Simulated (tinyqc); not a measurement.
What moves the results: standing waves and exposure in a photoresist film. A value that a table varies takes the place of the one given here.

Normal incidence from air. Unexposed resist: N1 = n1 + i k1 with k1 = (A + B) lam/(4 pi), lam in micrometres. r01 = (1 - N1)/(1 + N1), t01 = 2/(1 + N1). Below the resist lie the layer Na = na + i ka and the substrate Ns = ns + i ks: r12 = (r1a + ras x)/(1 + r1a ras x), x = exp(4 pi i Na da/lam), r1a = (N1 - Na)/(N1 + Na), ras = (Na - Ns)/(Na + Ns). With p = exp(2 pi i N1 d/lam), the field at depth z is E(z) = t01 [exp(2 pi i N1 z/lam) + r12 p^2 exp(-2 pi i N1 z/lam)]/(1 + r01 r12 p^2), the relative intensity I(z) = n1 |E(z)|^2 and the reflectance R = |(r01 + r12 p^2)/(1 + r01 r12 p^2)|^2.

Inputs chosen for the exercise (a resist on Cu, indices near tabulated ones; not measured data):
- lam = 193 nm (vacuum wavelength)
- n1 = 1.694 (resist index)
- A = 0.07 1/micrometre (bleachable absorption (Dill A))
- B = 0.59 1/micrometre (fixed absorption (Dill B))
- d = 130 nm (resist thickness)
- ns = 0.963 (substrate n)
- ks = 1.44 (substrate k)
- na = 1.784 (n of the bottom antireflection layer)
- ka = 0.348 (its k)
- da = 64 nm (its thickness)

## Swing of the coupled dose with resist thickness

The mean of I is taken over 800 depths; the relative dose to clear is taken as 1/(mean of I over the lowest period, 60 depths), scaled to 1 in the first row.

Swing:
```
d (nm),R,mean I,relative dose
130.0,0.0304,0.9873,1.000
139.5,0.0879,0.9295,1.071
149.0,0.1337,0.8709,1.134
158.5,0.1284,0.8606,1.132
168.0,0.0765,0.9039,1.075
177.5,0.0250,0.9578,1.026
187.0,0.0313,0.9584,1.041
196.5,0.0868,0.9033,1.112
206.0,0.1309,0.8510,1.175
215.4,0.1260,0.8447,1.174
224.9,0.0760,0.8866,1.117
234.4,0.0262,0.9359,1.067
243.9,0.0318,0.9345,1.082
```

The period is 57.0 nm, six rows. The relative dose swings between 1.000 and 1.175, a ratio (max - min)/mean of 0.160, against the estimate 4 sqrt(|r01|^2 |r12|^2) exp(-(A + B) d) = 0.132 for the oscillating part alone; the ratio from the table also holds the slow rise from absorption, 8.2 % over two periods, so the two are not strictly comparable.

## Tuning the antireflection layer

da takes the values listed; the contrast is (Imax - Imin)/(Imax + Imin) over the lowest period of the resist (60 depths).

Results:
```
da (nm),|r12|^2,contrast
0,0.2815,0.813
10,0.1242,0.613
20,0.0304,0.339
30,0.0234,0.304
40,0.0498,0.407
50,0.0559,0.431
60,0.0315,0.329
75,0.0012,0.058
90,0.0116,0.199
110,0.0168,0.241
140,0.0083,0.168
```

|r12|^2 starts at 0.2815 and is lowest, 0.0012, at 75 nm of those listed, where the contrast is 0.058 against 0.813. The contrast follows 2|r|/(1 + |r|^2), so even |r12|^2 = 0.01 leaves about 0.2. Values below 0.01 occur at 75 and 140 nm.

## What moves the exposure

The mean of I is over 800 depths. Each row changes one parameter from the base and keeps the others.

Results:
```
case,|r12|^2,R,mean I,I at the bottom
base,0.0196,0.0304,0.9873,1.0258
d = 140 nm,0.0196,0.0912,0.9258,0.9544
n1 = 1.711,0.0202,0.0395,0.9810,1.0260
B = 0.79 1/micrometre,0.0194,0.0310,0.9718,0.9973
ks = 1.296,0.0165,0.0328,0.9774,1.0127
da = 74 nm,0.0017,0.0532,0.9174,0.9036
ka = 0.452,0.0201,0.0204,0.9954,0.9586
```

The largest shifts from the base row, up to three for each result and ties (the steps differ in size, so this ranks the rows, not the parameters). |r12|^2: da -0.0179, ks -0.0031, n1 +0.0006; unchanged at the printed digits by d. R: d +0.0608, da +0.0228, ka -0.0100. mean I: da -0.0700, d -0.0615, B -0.0155. I at the bottom: da -0.1222, d -0.0714, ka -0.0672.

(tinyqc, `OMP_NUM_THREADS=1 python tinyqc.py 1650057 1650058 out.jsonl`, Intel(R) Xeon(R) Processor @ 2.30GHz, 1 thread, shared host, about 0.01 s.)
